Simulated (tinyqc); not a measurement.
Dopant redistribution at a moving silicon-oxide interface during parabolic oxidation: one step, computed by the program tinyqc. Command: `OMP_NUM_THREADS=1 python tinyqc.py 3023957 3023958 out.jsonl segox walk`. One thread of a shared host (Intel(R) Xeon(R) Processor @ 2.30GHz), about 0.01 s of CPU time with the checks.

Uniformly doped silicon is oxidised with x_ox = sqrt(B t); the interface advances into the silicon by alpha x_ox, alpha = 0.44. The dopant does not move in the oxide, and at the interface C(silicon) = m C(oxide).

Question. Dose moved. Consumed silicon held alpha x_ox C_B; the oxide holds x_ox times the dopant concentration in the oxide; the difference is the excess in the silicon; 1 um = 1e-4 cm.

Inputs (values chosen for the exercise, modelled on arsenic in silicon under dry oxygen): oxidation activation energy E_B = 1.24 eV; bulk doping C_B = 6.4e+17 1/cm^3; temperature T = 1150 C.

oxide thickness = 0.1045938 um

concentration in the oxide = 1.098615e+17 1/cm^3

Give: dopant in the consumed silicon; dopant in the oxide; excess in the silicon.

Answer.

dopant in the consumed silicon = 2.945e+12 1/cm^2

dopant in the oxide = 1.149e+12 1/cm^2

excess in the silicon = 1.796e+12 1/cm^2

Caution: in this case the oxide is not much thicker than a typical Deal-Grove length A, so real growth is slower than parabolic. Caution: parabolic growth needs an oxide much thicker than the Deal-Grove length A, which fails for thin films and low temperatures; oxidation-enhanced or retarded diffusion is ignored.
